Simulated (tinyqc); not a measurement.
# The trial energy against the axis ratio

Model: donor in an ellipsoidal valley (Kohn-Luttinger variational method). Computed by tinyqc, a small Python program. Command: `OMP_NUM_THREADS=1 python tinyqc.py 3011121 3011122 out.jsonl kohnlutt sweep`. One thread of a shared host (Intel(R) Xeon(R) Processor @ 2.30GHz), about 0.06 s of CPU time with the checks.

H = -(d^2/dx^2 + d^2/dy^2) - gamma d^2/dz^2 - 2/r in units built on m_t, with gamma = m_t/m_l and z along the valley axis. One valley; no valley-orbit or central-cell term.

Inputs (values chosen for the exercise, modelled on diamond): transverse mass m_t = 0.341 m_0; longitudinal mass m_l = 1.51 m_0; dielectric constant eps = 5.61.

Constants: Ry = 13.605693123 eV; a_0 = 0.529177210903 angstrom.

Method. Ry* = Ry m_t/eps^2, a* = a_0 eps/m_t, gamma = m_t/m_l. Trial function exp(-sqrt((x^2 + y^2)/a^2 + z^2/b^2)) with beta = b/a < 1: E = t/a^2 - u/a, t = (2 + gamma/beta^2)/3, u = 2 arcsin(sqrt(1 - beta^2))/sqrt(1 - beta^2); the best a is 2 t/u and E(beta) = -u^2/(4 t).

One run for each value:
```
trial ratio b/a  E(beta) (Ry*)  best a (a*)       t       u
0.15                   -0.5143       2.7931  4.0123  2.8730
0.25                   -0.9905       1.3744  1.8711  2.7227
0.36                   -1.3318       0.9678  1.2475  2.5779
0.46                   -1.4815       0.8307  1.0224  2.4615
0.56                   -1.5319       0.7693  0.9067  2.3571
0.67                   -1.5221       0.7404  0.8344  2.2539
0.77                   -1.4820       0.7318  0.7936  2.1690
0.88                   -1.4215       0.7331  0.7639  2.0840
0.98                   -1.3603       0.7401  0.7450  2.0134
```

Over the rows, E(beta) (Ry*) goes from -0.514 through a minimum among these rows, -1.53 at 0.560, to -1.36; best a (a*) goes from 2.79 through a minimum among these rows, 0.732 at 0.770, to 0.740; t falls from 4.01 to 0.745 (exponent d ln y / d ln x -1.5 between the first rows and -0.23 between the last). Flattening raises the kinetic term t through gamma/beta^2 and the attraction u through a smaller mean distance; the minimum balances the two.

Caution (all rows): a* is only a few bond lengths, so central-cell and valley-orbit terms are large.

Extremes, crossings and ranges named in words are read from the listed rows.
